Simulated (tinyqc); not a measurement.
p-i-n power rectifier, conductivity modulation at high injection: one step of the calculation.

A drift layer from x = -d to d (2 d = W) between ideal p+ and n+ emitters (no recombination in them). High injection, n = p, ambipolar diffusion with one lifetime; both mobilities scale as (T/300 K)^(-bt).

Question. Carrier profile. Da = 2 mun mup Vt/(mun + mup), La = sqrt(Da tau), B = (mun - mup)/(mun + mup) with mun = mud (T/300 K)^(-bt), mup likewise; n(x) = (tau J/(2 q La)) [cosh(x/La)/sinh(d/La) - B sinh(x/La)/cosh(d/La)]. 10 equal steps.

Inputs (values chosen for the exercise); bulk values close to those of silicon:
- T = 400 K (temperature)
- mud = 1250 cm^2/(V s) (drift mobility at 300 K)
- bt = 2.5 (temperature exponent of the drift mobility)
- mup = 431 cm^2/(V s) (hole mobility at 300 K)
- J = 200 A/cm^2 (forward current density)
- tau = 2e-7 s (high-level lifetime)

Constants: q = 1.602176634e-19 C, kB = 1.380649e-23 J/K, Vt = kB T/q. Results are converted to the units shown.

W = 29.620886 um

Find: Da; La; B; x; n.

Answer.

Da = 10.763 cm^2/s
La = 14.672 um
B = 0.48721

| point | x (um) | n (cm^-3) |
|---|---|---|
| 0 | -14.810 | 1.4287e17 |
| 1 | -11.848 | 1.2008e17 |
| 2 | -8.886 | 1.0219e17 |
| 3 | -5.924 | 8.8480e16 |
| 4 | -2.962 | 7.8391e16 |
| 5 | 0.000 | 7.1507e16 |
| 6 | 2.962 | 6.7548e16 |
| 7 | 5.924 | 6.6352e16 |
| 8 | 8.886 | 6.7869e16 |
| 9 | 11.848 | 7.2162e16 |
| 10 | 14.810 | 7.9407e16 |

d/La = 1.01.

Program tinyqc, `OMP_NUM_THREADS=1 python tinyqc.py 2230035 2230036 out.jsonl`; Intel Xeon 2.30GHz, shared host, one thread, about 0.01 s.
